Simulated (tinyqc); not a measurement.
Surface Green function of a square-lattice strip three rows wide, Sancho-Rubio decimation: two steps of the calculation.

A semi-infinite lead of cells 0, 1, 2, ... with H0 inside a cell and H1 = <cell i|H|cell i + 1>. A cell is one column of three sites. z = E + i eta.

Parameters, values chosen for the exercise:
```
symbol,value,unit,meaning
E,0.98,eV,energy
eta,0.001,eV,broadening
```

Question 1. Decimation. Start with e_s = e = H0, a = H1, b = H1^dagger. Each round: g = (z - e)^(-1); e_s <- e_s + a g b; e <- e + a g b + b g a; a <- a g a; b <- b g b (all with the old a, b). Round k joins cells 2^k apart.

H0 (eV):
```
       1      2      3
1  -0.46  -0.65      0
2  -0.65   0.36  -0.65
3      0  -0.65   0.45
```

H1 (eV):
```
    1   2   3
1  -1   0   0
2   0  -1   0
3   0   0  -1
```

Give: g; e_s after round 1; e after round 1; a after round 1; b after round 1.

Answer 1.

g (1/eV):
```
                 1                2                3
1   0.2615-0.0024i   0.9592+0.0049i  -1.1764-0.0037i
2   0.9592+0.0049i  -2.1250-0.0122i   2.6062+0.0101i
3  -1.1764-0.0037i   2.6062+0.0101i  -1.3095-0.0099i
```

e_s after round 1 (eV):
```
                 1                2                3
1  -0.1985-0.0024i   0.3092+0.0049i  -1.1764-0.0037i
2   0.3092+0.0049i  -1.7650-0.0122i   1.9562+0.0101i
3  -1.1764-0.0037i   1.9562+0.0101i  -0.8595-0.0099i
```

e after round 1 (eV):
```
                 1                2                3
1   0.0629-0.0047i   1.2684+0.0097i  -2.3528-0.0075i
2   1.2684+0.0097i  -3.8900-0.0245i   4.5623+0.0202i
3  -2.3528-0.0075i   4.5623+0.0202i  -2.1689-0.0198i
```

a after round 1 (eV):
```
                 1                2                3
1   0.2615-0.0024i   0.9592+0.0049i  -1.1764-0.0037i
2   0.9592+0.0049i  -2.1250-0.0122i   2.6062+0.0101i
3  -1.1764-0.0037i   2.6062+0.0101i  -1.3095-0.0099i
```

b after round 1 (eV):
```
                 1                2                3
1   0.2615-0.0024i   0.9592+0.0049i  -1.1764-0.0037i
2   0.9592+0.0049i  -2.1250-0.0122i   2.6062+0.0101i
3  -1.1764-0.0037i   2.6062+0.0101i  -1.3095-0.0099i
```

Question 2. Self-energy, Dyson check and densities of states. Sigma = H1 g_s H1^dagger is what the lead adds to one more cell, and (z - H0 - Sigma)^(-1) must give g_s back. Densities of states: -Im of the diagonals over pi.

H0 (eV):
```
       1      2      3
1  -0.46  -0.65      0
2  -0.65   0.36  -0.65
3      0  -0.65   0.45
```

H1 (eV):
```
    1   2   3
1  -1   0   0
2   0  -1   0
3   0   0  -1
```

converged surface Green function g_s (1/eV):
```
                         1                       2                        3
1   0.71903997-0.54558329i  0.32443972+0.26168328i  -0.00018299+0.09639203i
2   0.32443972+0.26168328i  0.30956380-0.77931478i   0.32469590+0.12673444i
3  -0.00018299+0.09639203i  0.32469590+0.12673444i   0.26478889-0.89325465i
```

converged bulk Green function (1/eV):
```
                      1                     2                     3
1  0.0039963-1.1463319i  0.0026671-0.4143111i  0.0012279-0.1823800i
2  0.0026671-0.4143111i  0.0018596-0.8060425i  0.0009480-0.1589792i
3  0.0012279-0.1823800i  0.0009480-0.1589792i  0.0005004-0.6016500i
```

Give: Sigma; (z - H0 - Sigma)^(-1); surface density of states; bulk density of states.

Answer 2.

Sigma (eV):
```
                 1               2                3
1   0.7190-0.5456i  0.3244+0.2617i  -0.0002+0.0964i
2   0.3244+0.2617i  0.3096-0.7793i   0.3247+0.1267i
3  -0.0002+0.0964i  0.3247+0.1267i   0.2648-0.8933i
```

(z - H0 - Sigma)^(-1) (1/eV):
```
                 1               2                3
1   0.7190-0.5456i  0.3244+0.2617i  -0.0002+0.0964i
2   0.3244+0.2617i  0.3096-0.7793i   0.3247+0.1267i
3  -0.0002+0.0964i  0.3247+0.1267i   0.2648-0.8933i
```

```
orbital  surface density of states (1/eV)  bulk density of states (1/eV)
1                                  0.1737                         0.3649
2                                  0.2481                         0.2566
3                                  0.2843                         0.1915
```

Program tinyqc, `OMP_NUM_THREADS=1 python tinyqc.py 2680014 2680015 out.jsonl`; Intel Xeon 2.30GHz, shared host, one thread, about 0.08 s.
